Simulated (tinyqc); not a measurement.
Inside a calculation. Model: biaxially strained (001) channel, valley splitting in an inversion layer.

Numbers from tinyqc (`OMP_NUM_THREADS=1 python tinyqc.py 2530016 2530017 out.jsonl`; about 0.01 s on one thread of a shared Intel Xeon 2.30GHz). Printed values are rounded.

A thin layer grown on a relaxed buffer is stretched in the plane. The two valleys with their long axis along the growth direction (D2) sink against the four in-plane ones (D4); confinement in a triangular well splits them too. Only the lowest subband of each set is kept; one relaxation time, so the weakening of intervalley scattering is left out.

Inputs (values chosen for the exercise); values close to those of silicon on relaxed silicon-germanium: temperature T = 325 K; germanium share of the relaxed buffer x = 0.37; lattice mismatch per unit x b1 = 0.0418; elastic constant c11 = 168 GPa; elastic constant c12 = 63.7 GPa; shear deformation potential Xu = 8.92 eV; longitudinal mass ml = 0.923 m0; transverse mass mt = 0.191 m0; confining field F = 1.15 MV/cm; inversion density Ns = 1e12 cm^-2; Burgers vector bv = 0.384 nm.

Constants: q = 1.602176634e-19 C, kB = 1.380649e-23 J/K, hbar = 1.054571817e-34 J s, m0 = 9.1093837015e-31 kg, Vt = kB T/q, hbar^2/(2 m0) = 0.0380998212 eV nm^2. Results are converted to the units shown.

## Strain, stress and splitting

e_par = b1 x, e_perp = -2 (c12/c11) e_par, splitting D = Xu (e_par - e_perp), in-plane stress (c11 + c12 - 2 c12^2/c11) e_par.

e_par = 1.546600 %
e_perp = -1.172838 %
D = 242.5739 meV
stress = 2.836374 GPa

## Subband edges and densities of states

Levels E(m) = 2.33811 (hbar^2 q^2 F^2/(2 m))^(1/3): E2 = E(ml), E4 = E(mt) + D; N2 = 2 mt kB T/(pi hbar^2), N4 = 4 sqrt(mt ml) kB T/(pi hbar^2).

E2 = 0.1910897 eV
E4 = 0.5656415 eV
N2 = 4.469066e12 cm^-2
N4 = 1.964857e13 cm^-2

Of the gap E4 - E2 = 375 meV, confinement gives 132 meV.

## Iteration 1: critical thickness by substitution

h at the start = 10 nm

Critical thickness (Matthews-Blakeslee, 60-degree dislocations): h = bv (1 - nu/4)[ln(h/bv) + 1]/(4 pi e_par (1 + nu)), nu = c12/(c11 + c12). The right side gives h(new); e_par = b1 x.

h after iteration 1 = 6.147702 nm

## Iteration 2: critical thickness by substitution

As before.

h after iteration 2 = 5.445563 nm

## Course of the iteration: critical thickness by substitution

Stop when h changes by less than 1e-7 nm, or after 60 iterations.

Course of the iteration:
```
iteration    h (nm)  |change| (nm)
1          6.147702           3.85
2          5.445563          0.702
3          5.270533          0.175
4          5.223383         0.0471
5          5.210414         0.0130
6          5.206826        3.59e-3
7          5.205832        9.94e-4
8          5.205556        2.76e-4
9          5.205480        7.64e-5
10         5.205459        2.12e-5
11         5.205453        5.87e-6
12         5.205451        1.63e-6
13         5.205451        4.51e-7
14         5.205451        1.25e-7
15         5.205451        3.47e-8
```

Converged in 15 iterations. At the end each change is about 0.28 times the one before: linear convergence.

## Share of the light valleys and conductivity mass

EF = 0.1523507 eV

EF solves Ns = N2 ln(1 + exp((EF - E2)/Vt)) + N4 ln(1 + exp((EF - E4)/Vt)); f2 is the share in D2, and 1/mc = f2/mt + (1 - f2)(1/mt + 1/ml)/2.

f2 = 0.9999923
mc = 0.1910006 m0

Without strain f2 would be 0.958 and mc 0.194 m0, so repopulation alone gains 1.7 % in mobility.
